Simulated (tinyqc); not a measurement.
Inside a calculation. Method: geometry optimisation on the PBE/sto-6g surface (energies and gradients from PySCF), for H4, spin multiplicity 1. One step of it, computed by the program tinyqc.

Question. Step 1: move. Steepest descent, p = -g / 0.6; steps longer than 0.1 bohr are cut back (factor 0.219 here).

positions at the start (bohr):
```
            x          y          z
1H   0.009449   0.060471  -0.071810
2H  -0.015118  -0.011338   1.249109
3H   0.039684   2.269561   0.122832
4H   0.051023   2.297907   1.360603
```

gradient (hartree/bohr):
```
              x            y            z
1H   0.00255863   0.13212996   0.01131927
2H   0.00300929   0.13012377   0.00650734
3H  -0.00209093  -0.13099412   0.04510176
4H  -0.00347695  -0.13125915  -0.06292820
```

Give: positions after step 1.

Answer.

positions after step 1 (bohr):
```
          x        y        z
1H   0.0085   0.0122  -0.0759
2H  -0.0162  -0.0589   1.2467
3H   0.0404   2.3174   0.1064
4H   0.0523   2.3458   1.3836
```
